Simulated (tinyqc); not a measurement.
Thermoelectric coefficients with electrons and holes, Landauer integrals: one step of the calculation.

Bulk parabolic band, x = (E - Ec)/kB T, C = hbar^2/(2 m0), kB T in eV. Modes per area gv m kB T x/(4 pi C) times the back-scattering length l0 x^rr give the transport function s0 X(x), s0 = (2 q^2/h) gv m kB T l0/(4 pi C), X = x^(1 + rr). Holes have the same form with the prefactor bb s0 and the reduced level -eta - xg in place of eta. I_k = int X (x - eta)^k w dx, w = 1/(4 cosh^2((x - eta)/2)).

Question. The three integrals on a coarse grid. Simpson's rule on nE equally spaced points from xa to xe.

Parameters, values chosen for the exercise:
- rr = 0 (energy exponent of that length)
- eta = 0.2 (reduced Fermi level (EF - Ec)/kB T)
- xa = 0 (lower end of the grid)
- xe = 12 (upper end of the grid)
- nE = 15 (points of the grid)

Find: x; X; w; X w; I_0, I_1, I_2 on this grid.

Answer.

```
point       x        X          w        X w
0       0.000        0    0.24752          0
1       0.857  0.85714    0.22484    0.19272
2       1.714   1.7143    0.14779    0.25336
3       2.571   2.5714   0.078088    0.20080
4       3.429   3.4286   0.036653    0.12567
5       4.286   4.2857   0.016260   0.069685
6       5.143   5.1429  0.0070335   0.036172
7       6.000   6.0000  0.0030093   0.018056
8       6.857   6.8571  0.0012815  0.0087875
9       7.714   7.7143  5.4465e-4  0.0042015
10      8.571   8.5714  2.3128e-4  0.0019824
11      9.429   9.4286  9.8174e-5  9.2564e-4
12     10.286   10.286  4.1667e-5  4.2858e-4
13     11.143   11.143  1.7683e-5  1.9704e-4
14     12.000   12.000  7.5044e-6  9.0053e-5
```

I_0, I_1, I_2 on this grid: 0.79978  1.7813  5.7134

Range of the model: Parabolic bands, elastic scattering and a fixed kL make these model figures, not those of a material.

Numbers from tinyqc (`OMP_NUM_THREADS=1 python tinyqc.py 2800104 2800105 out.jsonl`; about 0.04 s on one thread of a shared Intel Xeon 2.30GHz).
